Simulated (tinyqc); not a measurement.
A square-lattice strip 2 sites wide in a magnetic flux, recursive Green functions: one step of the calculation.

The device has N = 4 slices of 2 site(s), nearest-neighbour hopping -t, and site energies U; the leads are semi-infinite continuations with site energy 0 and no flux. The hopping from slice i to i + 1 inside the device carries the phase exp(2 pi i f j) on row j = 1, 2, ...: V = <i+1|H|i> = -t diag(exp(2 pi i f j)).

Problem. Slice 1. Forward pass: g_1 = (E - H_1 - Sigma)^(-1), g_i = (E - H_i - V g_(i-1) V^dagger)^(-1), with Sigma also subtracted on the last slice; G_(i,1) = g_i V G_(i-1,1), starting from g_1. H_i is the block of slice i: its site energies on the diagonal and -t between neighbouring rows.

Inputs (values chosen for the exercise): hopping (matrix element -t) t = 0.6 eV; site energies, slice by slice (2 a slice) U = [-0.29, -0.07, -0.24, -0.1, -0.01, 0.09, -0.27, -0.02] eV; energy E = 0.72 eV.

Sigma (eV):
```
                        1                       2
1  0.22252273-0.29849623i  0.16252273+0.29849623i
2  0.16252273+0.29849623i  0.22252273-0.29849623i
```

Give: g_1.

Solution.

g_1 (1/eV):
```
                1               2
1  0.6761-0.5930i  0.1710+0.7229i
2  0.1710+0.7229i  0.7867-0.8811i
```

Program tinyqc, `OMP_NUM_THREADS=1 python tinyqc.py 2660046 2660047 out.jsonl`; Intel Xeon 2.30GHz, shared host, one thread, about 0.01 s.
